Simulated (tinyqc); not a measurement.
## Hall measurement with a parallel conducting layer

Two layers in parallel, unit Hall factors, low field: 1/Rs = q (ns mu + n2 m2); apparent mobility (ns mu^2 + sg n2 m2^2)/(ns mu + n2 m2); apparent density (ns mu + n2 m2)^2/(ns mu^2 + sg n2 m2^2); a negative value means the sign of the second layer.

Values chosen for this exercise:
- ns = 2.7e13 cm^-2 (sheet density of the layer)
- mu = 210 cm^2/(V s) (drift mobility)
- m2 = 1300 cm^2/(V s) (mobility of the parallel layer)
- sg = 1 (sign of its carriers relative to the first layer)

Constants: q = 1.602176634e-19 C. Results are converted to the units shown.

Result of one run:

| Rs (ohm/square) | apparent density (cm^-2) | apparent mobility (cm^2/(V s)) | share of the conductance in layer 2 (%) |
|---|---|---|---|
| 9.519 | 5.080e14 | 1291 | 99.14 |

Which sheet density of a parallel layer n2 gave this result: 4e11, 2e12, 5e14 or 8e15 cm^-2?

n2 = 5e14 cm^-2.

The whole series:

| n2 (cm^-2) | Rs (ohm/square) | apparent density (cm^-2) | apparent mobility (cm^2/(V s)) | share of the conductance in layer 2 (%) |
|---|---|---|---|---|
| 9e10 | 1079 | 2.494e13 | 232.0 | 2.022 |
| 4e11 | 1008 | 2.053e13 | 301.6 | 8.401 |
| 2e12 | 754.7 | 1.496e13 | 552.7 | 31.44 |
| 6e12 | 463.4 | 1.601e13 | 841.2 | 57.91 |
| 3e13 | 139.7 | 3.845e13 | 1162 | 87.31 |
| 1e14 | 46.01 | 1.082e14 | 1254 | 95.82 |
| 5e14 | 9.519 | 5.080e14 | 1291 | 99.14 |
| 2e15 | 2.395 | 2.008e15 | 1298 | 99.78 |
| 8e15 | 0.5998 | 8.008e15 | 1299 | 99.95 |

The apparent mobility rises from 232 to 1300 cm^2/(V s), between mu = 210 and sg m2 = 1300. The apparent density never exceeds ns + n2; among the rows it falls to 0.485 of that sum, at n2 = 6e12.

Computed by the program tinyqc: `OMP_NUM_THREADS=1 python tinyqc.py 2850177 2850178 out.jsonl`, one thread of a shared Intel Xeon 2.30GHz, about 0.01 s for the whole run.
